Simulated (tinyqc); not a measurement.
Trap density from one capacitance.

Question. Traps spread evenly through the insulator exchange electrons with the semiconductor by tunnelling, with tau(x) = t0 exp(2 ka x) at depth x from the interface. The admittance per area Y seen at depth x obeys dY/dx = -Y^2/(i w eps0 eox) + q Nb ln(1 + i w tau)/tau, with Y(0) = i w Cs and w = 2 pi f; the gate sees Y(tox) = G + i w C. Working variable y = Y/(i w), in uF/cm^2. Cox = eps0 eox/tox. Find Nb and G/w.

Inputs (values chosen for the exercise):
- eox = 8.65 (relative permittivity of the insulator)
- tox = 7.8 nm (insulator thickness)
- Cs = 1.2 uF/cm^2 (semiconductor capacitance in accumulation)
- ka = 3.8 1/nm (decay constant of the wave function in the insulator)
- t0 = 4e-11 s (time constant of a trap at the interface)
- f = 1e6 Hz (frequency)

Constants: q = 1.602176634e-19 C, eps0 = 8.8541878128e-14 F/cm where lengths are in cm. Results are converted to the units shown.

C = 0.63608982 uF/cm^2

Solution. C rises steadily with Nb, so one density matches; in practice ka and t0 must come from the frequency dependence.

Nb = 2.40e19 cm^-3 eV^-1
G/w = 0.0164 uF/cm^2

Computed by the program tinyqc: `OMP_NUM_THREADS=1 python tinyqc.py 2202243 2202244 out.jsonl`, one thread of a shared Intel Xeon 2.30GHz, about 0.5 s for the whole run.
